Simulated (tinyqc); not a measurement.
# Ideality, saturation current and resistance from three points

Problem. Well above the saturation current a diode obeys V = n Vt ln(I/I0) + I Rs. Find n, Rs and I0.

Values chosen for this exercise: temperature T = 300 K.

Constants: q = 1.602176634e-19 C, kB = 1.380649e-23 J/K, Vt = kB T/q. Results are converted to the units shown.

currents (A): [3e-6, 0.0002, 0.006]
voltages (V): [0.29928863, 0.44036933, 0.58395613]

Solution. V is linear in the three unknowns n Vt, Rs and -n Vt ln I0, so three points give a linear system.

n = 1.29
Rs = 5.20 ohm
I0 = 3.80e-10 A

Program tinyqc, `OMP_NUM_THREADS=1 python tinyqc.py 2260012 2260013 out.jsonl`; Intel Xeon 2.30GHz, shared host, one thread, about 0.01 s.
